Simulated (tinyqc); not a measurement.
Epitaxial growth on a vicinal surface: Burton-Cabrera-Frank step flow, step-edge barrier and island nucleation: one step, computed by the program tinyqc.

Adatoms land at rate F, hop on a square grid (a simplification for hexagonal faces), desorb, or join steps. Lengths are in units of a and n is the adatom coverage. Steps ascend at x = 0 and descend at x = l.

Problem. Scales. D = nu exp(-E_d/(k_B T)) (a^2/s, nu counted per direction); tau = exp(E_a/(k_B T))/nu; x_s = sqrt(D tau); n_eq = exp(-E_f/(k_B T)); terrace width l = h/(a tan(miscut)); Schwoebel length l_s = exp(E_s/(k_B T)) - 1. Temperatures in kelvin are T(C) + 273.15.

Inputs (values chosen for the exercise, close to those used for Si(111)):

| quantity | value | unit |
|---|---|---|
| site spacing a | 3.84 | angstrom |
| step height h | 3.14 | angstrom |
| diffusion barrier E_d | 1.08 | eV |
| desorption energy E_a | 2.86 | eV |
| adatom formation energy E_f | 1.19 | eV |
| step-edge barrier E_s | 0 | eV |
| attempt frequency nu | 10 | THz |
| miscut angle | 1 | degrees |
| temperature T | 730 | C |

Constants: k_B = 8.617333262e-05 eV/K.

Give: D; lifetime tau; diffusion length x_s; equilibrium coverage n_eq; terrace width l; Schwoebel length l_s.

Solution.

D = 3.7509e+07 a^2/s

lifetime tau = 23.362 s

diffusion length x_s = 29602 a

equilibrium coverage n_eq = 1.0507e-06

terrace width l = 46.846 a

Schwoebel length l_s = 0 a

l/x_s = 0.00158: nearly every adatom reaches a step.
